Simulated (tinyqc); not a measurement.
Inside a calculation. Model: ferroelectric with a first-order transition, Landau-Devonshire energy.

Computed by the program tinyqc: `OMP_NUM_THREADS=1 python tinyqc.py 2860042 2860043 out.jsonl`, one thread of a shared Intel Xeon 2.30GHz, about 0.01 s for the whole run. Printed values are rounded.

One domain with free energy u = al P^2 + be P^4 + ga P^6 - E P, al = a0 (T - T0), be < 0 < ga (P in uC/cm^2, E in kV/cm, u in mJ/cm^3). Equilibrium: E = 2 al P + 4 be P^3 + 6 ga P^5; a state is stable against small changes where dE/dP > 0. The coercive field is that of uniform switching, which real films, switching by domains, do not reach.

Inputs (values chosen for the exercise): slope of the quadratic coefficient a0 = 0.011 kV cm/(uC K); Curie-Weiss temperature T0 = 450 K; quartic coefficient be = -0.00013 kV cm^5/uC^3; sixth-order coefficient ga = 7.8e-8 kV cm^9/uC^5; temperature T = 430 K; applied field Ea = -13 kV/cm.

Constants: eps0 = 8.8541878128e-14 F/cm where lengths are in cm. Results are converted to the units shown.

## Spontaneous polarisation, coercive field and susceptibility

Ps^2 = [-be + sqrt(be^2 - 3 al ga)]/(3 ga); Pc^2 = [-3 be + sqrt(9 be^2 - 15 al ga)]/(15 ga), Ec = -E(Pc); susceptibility chi = 1/(eps0 dE/dP).

al = -0.22 kV cm/uC
Ps = 40.9030 uC/cm^2
u(Ps) at E = 0 = -366.677 mJ/cm^3
Pc = 29.6694 uC/cm^2
Ec = 15.8760 kV/cm
chi at Ps = 3226.90

## Transition temperatures

TC = T0 + be^2/(4 a0 ga), where u(Ps) = u(0); T1 = T0 + be^2/(3 a0 ga), where the polar minimum disappears. At TC the polarisation jumps from sqrt(-be/(2 ga)) to zero, with latent heat TC a0 Ps^2.

TC = 454.924 K
T1 = 456.566 K
jump of P = 28.8675 uC/cm^2
latent heat = 4.17014 J/cm^3

Thermal hysteresis can span T0 to T1, 6.57 K.

## Iteration 1: polarisation on the upper branch by Newton steps

P at the start = 49.1 uC/cm^2

f = 2 al P + 4 be P^3 + 6 ga P^5 - Ea, f' = 2 al + 12 be P^2 + 30 ga P^4, P(new) = P - f/f'.

f = 63.3961 kV/cm
f' = 9.39923 kV cm/uC
P after iteration 1 = 42.3552 uC/cm^2

## Iteration 2: polarisation on the upper branch by Newton steps

As before.

f = 18.6461 kV/cm
f' = 4.29224 kV cm/uC
P after iteration 2 = 38.0110 uC/cm^2

## Course of the iteration: polarisation on the upper branch by Newton steps

Stop when P changes by less than 1e-10 uC/cm^2, or after 40 iterations. The rule counts as met only at the stable state of positive P.

Course of the iteration:

| iteration | P (uC/cm^2) | \|change\| (uC/cm^2) |
|---|---|---|
| 1 | 42.3552 | 6.74 |
| 2 | 38.0110 | 4.34 |
| 3 | 35.7961 | 2.21 |
| 4 | 35.1516 | 0.645 |
| 5 | 35.0980 | 0.0535 |
| 6 | 35.0977 | 3.57e-4 |
| 7 | 35.0977 | 1.58e-8 |
| 8 | 35.0977 | 0 |

Converged in 8 iterations. At the end the number of correct digits about doubles with each step. There chi = 9500, and the state is metastable, since the field opposes P.
